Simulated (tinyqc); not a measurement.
Inside a calculation. Method: lattice vibrations of a chain. One step of it, computed by the program tinyqc.

Question. Frequencies. omega^2 are the eigenvalues; wavenumber = 521.4708 sqrt(eigenvalue) 1/cm.

D(q) (eV/(angstrom^2 u)):
$$\begin{pmatrix}
0.709528 & -0.349763+0.212621i \\
-0.349763-0.212621i & 0.255187
\end{pmatrix}$$

Give: eigenvalues; wavenumbers; weights |e|^2 of the mass-weighted modes.

Answer.

eigenvalues: [0.0142, 0.9505]

wavenumbers (1/cm): [62.2, 508.4]

weights |e|^2 of the mass-weighted modes, order atom 1, atom 2:
$$\begin{pmatrix}
0.2574 & 0.7426 \\
0.7426 & 0.2574
\end{pmatrix}$$
